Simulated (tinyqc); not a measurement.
# Input admittance of a MOSFET at zero drain bias: distributed channel and distributed gate: what changes with what

Source and drain grounded, strong inversion, w = 2 pi f, Cox = eps0 eox/tox. The channel is an RC line of resistance 1/(mu Cox Vo) per square fed from both ends, so one finger has the intrinsic admittance y = i w Cox L tanh(g)/g per width, g = (1/2) sqrt(i w tau), tau = L^2/(mu Vo). The vertical resistance rv/L is in series with y, the overlaps 2 i w Cov in parallel: y_t = 1/(1/y + rv/L) + 2 i w Cov. The gate strip is a line of Rsh/L per length loaded by y_t, so a finger has Y = y_t Wf tanh(k)/k, k = (Wf/sd) sqrt(y_t Rsh/L); the device has Nf Y.

Inputs (values chosen for the exercise); values of the order met in silicon radio-frequency transistors: relative permittivity of the gate insulator (close to silicon nitride) eox = 7.68; insulator thickness tox = 3.9 nm; channel length L = 0.069 um; finger width Wf = 10 um; number of fingers Nf = 4; channel mobility mu = 390 cm^2/(V s); gate overdrive Vo = 0.36 V; sheet resistance of the gate Rsh = 3.1 ohm/square; vertical resistivity of the gate stack rv = 4 ohm um^2; number of ends at which a finger is contacted sd = 2; overlap and fringe capacitance on each side Cov = 0.26 fF/um; frequency f = 49 GHz.

Constants: eps0 = 8.8541878128e-14 F/cm where lengths are in cm. Results are converted to the units shown.

Each table varies one quantity; the others keep the values above.

## Input impedance against frequency

Low-frequency limits, with c = Cox L and ct = c + 2 Cov: R_strip = Rsh Wf/(3 sd^2 L Nf), R_ch = (c/ct)^2 L/(12 mu Cox Vo Wf Nf), R_vert = (c/ct)^2 rv/(L Wf Nf), C = ct Wf Nf. Z = 1/(Nf Y) = R + 1/(i w C), Q = |Im Z|/R, far-point signal |1/cosh k|.

The same in every row: low-frequency R (ohm) = 10.35.

Input impedance against frequency:

| f (GHz) | w tau | \|k\| | R (ohm) | C (fF) | Q | signal at the far point |
|---|---|---|---|---|---|---|
| 0.5 | 0.001065 | 0.07797 | 10.35 | 68.92 | 446.1 | 1.000 |
| 1 | 0.002131 | 0.1103 | 10.35 | 68.92 | 223.1 | 1.000 |
| 2 | 0.004261 | 0.1559 | 10.35 | 68.92 | 111.5 | 0.9999 |
| 5 | 0.01065 | 0.2466 | 10.35 | 68.92 | 44.61 | 0.9996 |
| 10 | 0.02131 | 0.3487 | 10.35 | 68.90 | 22.32 | 0.9985 |
| 30 | 0.06392 | 0.6039 | 10.34 | 68.72 | 7.465 | 0.9868 |
| 60 | 0.1278 | 0.8539 | 10.31 | 68.10 | 3.778 | 0.9501 |
| 100 | 0.2131 | 1.102 | 10.24 | 66.73 | 2.330 | 0.8765 |
| 300 | 0.6392 | 1.895 | 9.486 | 55.28 | 1.012 | 0.5056 |

What does the table show?

R falls from 10.4 to 9.49 ohm and C falls from 68.9 to 55.3 fF. Q goes as f^(-1.00) between the first two rows and f^(-0.76) between the last two, where w tau = 0.639 and |k| = 1.90. The low-frequency limits hold both R and C within 5 % up to f = 100 GHz among the rows.

## Dividing a fixed width into fingers

Total width Wf Nf = 40 um; each finger also has a contact resistance Rc at each contacted end, which adds Rc/(sd Nf). The resistances are low-frequency limits, good while |k| is below about 1; the far-point signal is |1/cosh k| at f, without Rc.

The same in every row: R_ch + R_vert (ohm) = 0.99280.

Results:

| Nf | Wf (um) | R_strip (ohm) | Rc/(sd Nf) for Rc = 30 ohm (ohm) | sum (ohm) | signal at the far point |
|---|---|---|---|---|---|
| 1 | 40.000 | 149.76 | 15.000 | 165.75 | 0.22136 |
| 2 | 20.000 | 37.440 | 7.5000 | 45.932 | 0.70378 |
| 8 | 5.0000 | 2.3400 | 1.8750 | 5.2078 | 0.99660 |
| 16 | 2.5000 | 0.58499 | 0.93750 | 2.5153 | 0.99949 |
| 32 | 1.2500 | 0.14625 | 0.46875 | 1.6078 | 0.99989 |
| 64 | 0.62500 | 0.036562 | 0.23438 | 1.2637 | 0.99998 |
| 128 | 0.31250 | 0.0091405 | 0.11719 | 1.1191 | 0.99999 |

Estimate the missing row, Nf = 4.

Computed row:

| Nf | Wf (um) | R_strip (ohm) | Rc/(sd Nf) for Rc = 30 ohm (ohm) | sum (ohm) | signal at the far point |
|---|---|---|---|---|---|
| 4 | 10.000 | 9.3599 | 3.7500 | 14.103 | 0.96588 |

With this row back in the table: R_strip falls as 1/Nf^2, from 150 to 0.00914 ohm, the contact term as 1/Nf, and R_ch + R_vert stays at 0.993 ohm since the total width is fixed. The sum is within a factor 1.5 of that floor from Nf = 64 on. More fingers add wiring capacitance, which is left out.

Numbers from tinyqc (`OMP_NUM_THREADS=1 python tinyqc.py 2262110 2262111 out.jsonl`; about 0.01 s on one thread of a shared Intel Xeon 2.30GHz).
